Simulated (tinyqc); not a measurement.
Epitaxial growth on a vicinal surface: Burton-Cabrera-Frank step flow, step-edge barrier and island nucleation: one step, computed by the program tinyqc. Command: `OMP_NUM_THREADS=1 python tinyqc.py 3007227 3007228 out.jsonl stepflow walk`. One thread of a shared host (Intel(R) Xeon(R) Processor @ 2.30GHz), about 0.01 s of CPU time with the checks.

Adatoms land at rate F, hop on a square grid (a simplification for hexagonal faces), desorb, or join steps. Lengths are in units of a and n is the adatom coverage. Steps ascend at x = 0 and descend at x = l.

Problem. Terrace solution. D n'' - n/tau + F = 0 with n(0) = n_eq and -l_s n'(l) = n(l) - n_eq. With u = n - F tau, A = n_eq - F tau, y = l/x_s, s = l_s/x_s: u = A cosh(x/x_s) + B sinh(x/x_s), B = A (1 - cosh y - s sinh y)/(sinh y + s cosh y). Flux into the ascending step J+ = D B/x_s, over the descending one J- = -(D/x_s)(A sinh y + B cosh y); step velocity J+ + J-; growth rate (J+ + J-)/l. For small y: J+ + J- = (F - n_eq/tau) l, J-/J+ = l/(l + 2 l_s). The coverage peaks where n' = 0, tanh(x/x_s) = -B/A.

Inputs (values chosen for the exercise, close to those used for Ge(001)): deposition rate F = 0.55 layers/s; temperature T = 550 C.

D = 2.004375e+08 a^2/s

lifetime tau = 14572.55 s

diffusion length x_s = 1709060 a

equilibrium coverage n_eq = 1.599440e-07

terrace width l = 40.39250 a

Schwoebel length l_s = 1.363065 a

Give: J+; J-; growth rate; peak coverage; position of the peak.

Solution.

J+ = 11.471 atoms per step site and s

J- = 10.745 atoms per step site and s

growth rate = 0.55000 layers/s

peak coverage = 7.5670e-07

position of the peak = 20.856 a
